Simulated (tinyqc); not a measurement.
Inversion-layer mobility, back-scattering and ballistic limit of a field-effect transistor: one step, computed by the program tinyqc. Command: `OMP_NUM_THREADS=1 python tinyqc.py 3000060 3000061 out.jsonl mos walk`. One thread of a shared host (Intel(R) Xeon(R) Processor @ 2.30GHz), about 0.01 s of CPU time with the checks.

The charge at the top of the source barrier is fixed by the gate; series resistance and short-channel effects are left out. F_j are Fermi integrals normalised to exp(eta) in the classical limit.

Problem. Effective mobility. mu_phonon = mu_ph (E_eff/1 MV/cm)^(-0.3) (T/300 K)^(-1.75); mu_rough = mu_sr (E_eff/1 MV/cm)^(-2); mu_Coulomb = mu_C (N_inv/1e12 cm^-2) (T/300 K); Matthiessen's rule adds 1/mu.

Inputs (values chosen for the exercise, modelled on a silicon p-channel):
```
quantity,value,unit
"phonon mobility at 1 MV/cm and 300 K, mu_ph",110,cm^2/(V s)
"roughness mobility at 1 MV/cm, mu_sr",170,cm^2/(V s)
"Coulomb mobility at N_inv = 1e12/cm^2, mu_C",200,cm^2/(V s)
temperature T,300,K
```

Statistics at the top of the barrier: Fermi-Dirac.

inversion density N_inv = 1.020920e+12 1/cm^2

effective field E_eff = 0.1036165 MV/cm

Give: phonon part; roughness part; Coulomb part; effective mobility mu.

Solution.

phonon part = 217.2 cm^2/(V s)

roughness part = 15834 cm^2/(V s)

Coulomb part = 204.2 cm^2/(V s)

effective mobility mu = 104.5 cm^2/(V s)

The Coulomb part is the lowest and holds 51 % of 1/mu.
